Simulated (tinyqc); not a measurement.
Inside a calculation. Method: plane-wave Kohn-Sham cycle with exchange-only LDA in a layered model solid. Computed by tinyqc, a small Python program that keeps every step. Settings: points = 16, plane-wave index or count = 3, electrons = 4, k points = 3, area = 33.0, mixing = 0.3, iteration cap = 53. Command: `OMP_NUM_THREADS=1 python tinyqc.py 27392 27393 out.jsonl` (the two numbers bound the seeds that draw the settings). One thread of a shared host (Intel(R) Xeon(R) Processor @ 2.60GHz), about 0.02 s of CPU time with the checks. Later iterations appear only in the table of the cycle.

## Iteration 1: potential

A solid whose potential varies along x alone (atomic units):
```
parameter                      value
period a                   18.000000
cross-section of the cell  33.000000
electrons per cell                 4
grid points                       16
plane waves -n..n, n               3
k points                           3
V1 in V1 cos(2 pi x/a)     -0.780000
```

density at the start, on the grid x_j = j a/N (e/bohr^3): 0.00673401  0.00673401  0.00673401  0.00673401  0.00673401  0.00673401  0.00673401  0.00673401  0.00673401  0.00673401  0.00673401  0.00673401  0.00673401  0.00673401  0.00673401  0.00673401

V_H(G) = 4 pi rho(G)/G^2 for G != 0 (uniform background); v_x = -(3 rho/pi)^(1/3); V = V_ext + V_H + v_x; Fourier components f(G_m) = (1/N) sum_j f(x_j) exp(-i G_m x_j).

Potentials on the grid (hartree):
```
x              V_ext       V_H        v_x          V
0.000000   -0.780000  0.000000  -0.185958  -0.965958
1.125000   -0.720626  0.000000  -0.185958  -0.906584
2.250000   -0.551543  0.000000  -0.185958  -0.737501
3.375000   -0.298493  0.000000  -0.185958  -0.484451
4.500000           0  0.000000  -0.185958  -0.185958
5.625000    0.298493  0.000000  -0.185958   0.112535
6.750000    0.551543  0.000000  -0.185958   0.365585
7.875000    0.720626  0.000000  -0.185958   0.534668
9.000000    0.780000  0.000000  -0.185958   0.594042
10.125000   0.720626  0.000000  -0.185958   0.534668
11.250000   0.551543  0.000000  -0.185958   0.365585
12.375000   0.298493  0.000000  -0.185958   0.112535
13.500000          0  0.000000  -0.185958  -0.185958
14.625000  -0.298493  0.000000  -0.185958  -0.484451
15.750000  -0.551543  0.000000  -0.185958  -0.737501
16.875000  -0.720626  0.000000  -0.185958  -0.906584
```

V(G_m), m = 0, 1, 2, ... (hartree): -0.185958  -0.390000  0.000000  0.000000  0.000000  0.000000  0.000000

## Iteration 1: Hamiltonian at one k

k = 0.000000 2 pi / a

H(m,m') = (k + G_m)^2/2 delta + V(G_m - G_m'), with V(-G) = V(G).

H (hartree), lower triangle:
```
           -3         -2         -1         +0         +1         +2        +3
-3   0.362353
-2  -0.390000   0.057736
-1   0.000000  -0.390000  -0.125035
+0   0.000000   0.000000  -0.390000  -0.185958
+1   0.000000   0.000000   0.000000  -0.390000  -0.125035
+2   0.000000   0.000000   0.000000   0.000000  -0.390000   0.057736
+3   0.000000   0.000000   0.000000   0.000000   0.000000  -0.390000  0.362353
```

## Iteration 1: levels at that k

Diagonalise the Hermitian matrix.

eigenvalues (hartree): -0.814126  -0.510774  -0.202869  0.108722  0.384654  0.697106  0.741438

## Iteration 1: new density

Motion across x is left out: the lowest 2 band(s) hold two electrons at each of the k points (j + 1/2)/nk - 1/2. Residual R = rho(out) - rho(in); rho(new) = rho(in) + 0.3 R. rho(out) = 2/(a A nk) sum |psi|^2 with psi = sum c exp(i G x). Harris energy E = band energy - dV sum rho (V_H/2 + v_x) + (3/4) dV sum rho v_x with rho(in), dV = a A/N, band energy = (2/nk) sum of the filled levels.

rho(out) (e/bohr^3): 0.01740603  0.01954331  0.01715995  0.00734010  0.00106425  0.00002593  0.00000648  0.00002668  0.00000465  0.00002668  0.00000648  0.00002593  0.00106425  0.00734010  0.01715995  0.01954331

density after iteration 1 (e/bohr^3): 0.00993561  0.01057680  0.00986179  0.00691583  0.00503308  0.00472158  0.00471575  0.00472181  0.00471520  0.00472181  0.00471575  0.00472158  0.00503308  0.00691583  0.00986179  0.01057680

energy per cell = -2.45945684 hartree

## Iteration 2: potential

As before.

Potentials on the grid (hartree):
```
x              V_ext        V_H        v_x          V
0.000000   -0.780000   0.346296  -0.211701  -0.645405
1.125000   -0.720626   0.319703  -0.216160  -0.617083
2.250000   -0.551543   0.233989  -0.211175  -0.528729
3.375000   -0.298493   0.101891  -0.187617  -0.384219
4.500000           0  -0.034826  -0.168760  -0.203586
5.625000    0.298493  -0.146687  -0.165204  -0.013398
6.750000    0.551543  -0.226838  -0.165136   0.159570
7.875000    0.720626  -0.274907  -0.165206   0.280512
9.000000    0.780000  -0.290947  -0.165129   0.323924
10.125000   0.720626  -0.274907  -0.165206   0.280512
11.250000   0.551543  -0.226838  -0.165136   0.159570
12.375000   0.298493  -0.146687  -0.165204  -0.013398
13.500000          0  -0.034826  -0.168760  -0.203586
14.625000  -0.298493   0.101891  -0.187617  -0.384219
15.750000  -0.551543   0.233989  -0.211175  -0.528729
16.875000  -0.720626   0.319703  -0.216160  -0.617083
```

V(G_m), m = 0, 1, 2, ... (hartree): -0.183459  -0.242818  0.010751  0.000142  0.000604  0.000367  -0.000040

## Iteration 2: Hamiltonian at one k

k = 0.000000 2 pi / a

As before.

H (hartree), lower triangle:
```
           -3         -2         -1         +0         +1         +2        +3
-3   0.364852
-2  -0.242818   0.060235
-1   0.010751  -0.242818  -0.122535
+0   0.000142   0.010751  -0.242818  -0.183459
+1   0.000604   0.000142   0.010751  -0.242818  -0.122535
+2   0.000367   0.000604   0.000142   0.010751  -0.242818   0.060235
+3  -0.000040   0.000367   0.000604   0.000142   0.010751  -0.242818  0.364852
```

## Iteration 2: levels at that k

As before.

eigenvalues (hartree): -0.538657  -0.325086  -0.115163  0.089754  0.243907  0.526568  0.540322

## Iteration 2: new density

As before.

rho(out) (e/bohr^3): 0.01546480  0.01756818  0.01677780  0.00905826  0.00238977  0.00029344  0.00003437  0.00001615  0.00000338  0.00001615  0.00003437  0.00029344  0.00238977  0.00905826  0.01677780  0.01756818

density after iteration 2 (e/bohr^3): 0.01159437  0.01267421  0.01193659  0.00755856  0.00424009  0.00339314  0.00331133  0.00331011  0.00330165  0.00331011  0.00331133  0.00339314  0.00424009  0.00755856  0.01193659  0.01267421

energy per cell = -1.69054906 hartree

## Convergence

Stop when sqrt(dV sum R^2) is below 1e-8, dV = a A/N.

Course of the cycle:
```
iteration  E (hartree)  norm of the residual
1          -2.45945684              1.97e-01
2          -1.69054906              1.21e-01
3          -1.39854181              6.73e-02
4          -1.32085531              4.20e-02
5          -1.30652306              3.07e-02
6          -1.30303765              2.04e-02
7          -1.30188659              1.32e-02
8          -1.30151637              8.60e-03
9          -1.30140680              5.74e-03
10         -1.30137932              3.91e-03
11         -1.30137540              2.70e-03
...                ...                   ...
38         -1.30138260              2.62e-07
39         -1.30138260              1.86e-07
40         -1.30138260              1.32e-07
41         -1.30138260              9.37e-08
42         -1.30138260              6.66e-08
43         -1.30138260              4.73e-08
44         -1.30138260              3.36e-08
45         -1.30138260              2.39e-08
46         -1.30138260              1.70e-08
47         -1.30138260              1.21e-08
48         -1.30138260              8.57e-09
```

Converged in 48 iterations. Before convergence this energy mixes input and output and is not variational, so it may rise towards its limit.
